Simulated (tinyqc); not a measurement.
From results back to parameters: valley splitting in a one-orbital chain of atomic planes (second-neighbour model). Three cases, with inputs chosen for the exercise.

Problem. For E(phi) = e0 + 2 v cos(phi) + 2 u cos(2 phi) with u, v > 0 and planes a/4 apart, the heights of the band at phi = 0 and phi = pi above its minimum were computed from hidden u and v; c = hbar^2/2m0.

Constants: hbar^2/2m0 = 3.80998211 eV angstrom^2.

Case 1.

Values chosen (out of a larger set: near those of the Delta valleys of silicon; abrupt walls in this chain split the valleys several times more than measured wells; not measured data): a = 5.439 angstrom (lattice constant; planes lie a/4 apart).

E(0) - Emin = 4.250941 eV
E(pi) - Emin = 1.306941 eV

Case 2.

Values chosen (out of a larger set: near those of the Delta valleys of silicon; abrupt walls in this chain split the valleys several times more than measured wells; not measured data): a = 5.424 angstrom (lattice constant; planes lie a/4 apart).

E(0) - Emin = 3.723811 eV
E(pi) - Emin = 1.311811 eV

Case 3.

Values chosen (out of a larger set: near those of the Delta valleys of silicon; abrupt walls in this chain split the valleys several times more than measured wells; not measured data): a = 5.433 angstrom (lattice constant; planes lie a/4 apart).

E(0) - Emin = 4.089055 eV
E(pi) - Emin = 1.405055 eV

Find: u, v; phi0; mass at the minimum.

Solution. E - Emin = 4u (cos(phi) + v/(4u))^2. The difference of the two heights is 4v, and for v < 4u the sum of their square roots is 4 sqrt(u). The mass is (2c)/((a/4)^2 (8u - v^2/(2u))).

Case 1.

u, v (eV): 0.642  0.736

phi0 = 1.8615 rad
mass at the minimum = 0.874 m0

Case 2.

u, v (eV): 0.591  0.603

phi0 = 1.8287 rad
mass at the minimum = 0.938 m0

Case 3.

u, v (eV): 0.643  0.671

phi0 = 1.8347 rad
mass at the minimum = 0.862 m0

Computed by tinyqc, one run a case: `OMP_NUM_THREADS=1 python tinyqc.py N N+1 out.jsonl` with N = 1482519, 1482574, 1482594; one thread of a shared Intel(R) Xeon(R) Processor @ 2.30GHz, about 0.02 s a run at most.
